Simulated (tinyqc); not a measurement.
Depth of the donor: donor near an oxide interface in a gate field (two-state model).

Interface at z = 0 (hard wall), donor at z = d, field F pulling electrons to the interface: potential e F z; 1 kV/cm = 1e-5 eV/angstrom, c = hbar^2/2m0, q = e^2/(4 pi eps0), Q = (eps - eo)/(eps + eo). Donor state: E_D = e F d - ED - q Q/(4 eps d), the last term joining the images of ion and electron. Interface state: z exp(-b z/2) exp(-rho^2/(2 L^2)) with E_z = c b^2/(4 mz) + 3 e F/b + q Q b/(8 eps), minimised over b; in the plane at z = 3/b the ion (distance D = d - 3/b) and its image (D' = d + 3/b) give E_rho = c/(mt L^2) - (q/eps)(sqrt(pi)/L)[erfcx(D/L) + Q erfcx(D'/L)], erfcx(x) = exp(x^2) erfc(x), minimised over L. E_I = E_z + E_rho.

The two states couple by t = t0 exp(-D/aD) with t0 = q/(eps aD) (2 aD/L) sqrt(aD b/2) v, v a valley factor; this form is an estimate. With detuning u = E_D - E_I the splitting is sqrt(u^2 + 4 t^2) and the lower state has weight (1 - u/sqrt(u^2 + 4 t^2))/2 on the donor.

Constants: hbar^2/2m0 = 3.80998211 eV angstrom^2; e^2/(4 pi eps0) = 14.39964547 eV angstrom.

Parameters, chosen for this exercise (near those of a donor in Si below SiO2, static dielectric constants; shifted at random, so the results belong to these values and not to a real crystal): ED = 45.1 meV (bulk binding energy); mz = 0.916 m0 (mass across the interface); mt = 0.185 m0 (mass in the plane); eps = 11.3 (dielectric constant of the semiconductor); eo = 3.9 (dielectric constant of the oxide); aD = 17.1 angstrom (donor radius); v = 0.4 (valley factor); dl = (60, 80, 105, 135, 170, 215, 270) angstrom (depths).

Critical field, and the coupling, E_rho and L at that field.

Results:

| d (angstrom) | critical field (kV/cm) | e F d/ED | t (meV) | E_rho (meV) | L (angstrom) |
|---|---|---|---|---|---|
| 60 | 141.4 | 1.881 | 2.5 | -22.40 | 56 |
| 80 | 95.5 | 1.693 | 0.74 | -17.47 | 68 |
| 105 | 67.3 | 1.567 | 0.17 | -13.73 | 82 |
| 135 | 49.4 | 1.478 | 0.030 | -10.96 | 98 |
| 170 | 37.5 | 1.412 | 0.0039 | -8.90 | 116 |
| 215 | 28.5 | 1.357 | 0.00030 | -7.18 | 137 |
| 270 | 21.9 | 1.312 | 1.3e-05 | -5.82 | 161 |

The critical field falls from 141 to 22 kV/cm, with exponent -1.24 in d, while t drops by a factor 1.9e+05, about e for each 18 angstrom at the end (aD = 17.1). One lattice plane (1.36 angstrom) of misplacement changes t by 8 % and the critical field by about 1.6 % at 105 angstrom.

Computed by tinyqc, a small Python program: `OMP_NUM_THREADS=1 python tinyqc.py 1251259 1251260 out.jsonl` (the numbers bound the seed that draws the inputs); one thread of a shared host (Intel(R) Xeon(R) Processor @ 2.30GHz), about 0.06 s for the whole set of steps.
